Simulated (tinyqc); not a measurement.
Binary melting diagram from solution models of liquid and solid: one step, computed by the program tinyqc. Command: `OMP_NUM_THREADS=1 python tinyqc.py 3003756 3003757 out.jsonl melt walk`. One thread of a shared host (Intel(R) Xeon(R) Processor @ 2.30GHz), about 0.01 s of CPU time with the checks.

x is the fraction of B. In a phase with interaction L: mu_A = G_A + R T ln(1 - x) + L x^2, mu_B = G_B + R T ln x + L (1 - x)^2. Melting: G(liquid) - G(solid) = H (1 - T/T_m) for each pure component.

Problem. The two liquidus branches. Liquid against pure solid A: T = (H_A + L_L x^2)/(H_A/T_A - R ln(1 - x)); against pure solid B: T = (H_B + L_L (1 - x)^2)/(H_B/T_B - R ln x). The higher branch is the stable one; a dash marks a branch without a positive root.

Inputs (values chosen for the exercise, for a model alloy): melting point T_A = 900 K; melting point T_B = 600 K; heat of melting H_A = 9.9 kJ/mol; heat of melting H_B = 8.8 kJ/mol; liquid interaction L_L = -17 kJ/mol.

Diagram: eutectic with pure solids.

Constants: R = 8.314462618 J/(mol K).

Give: Liquidus temperatures (K).

Solution.

Liquidus temperatures (K):
```
x     branch A  branch B  first solid
0.05     862.7         -            A
0.15     770.6         -            A
0.30     599.3      19.0            A
0.45     404.3     171.7            A
0.60     203.0     321.5            B
0.75      15.0     453.6            B
0.90         -     555.2            B
0.97         -     588.8            B
```
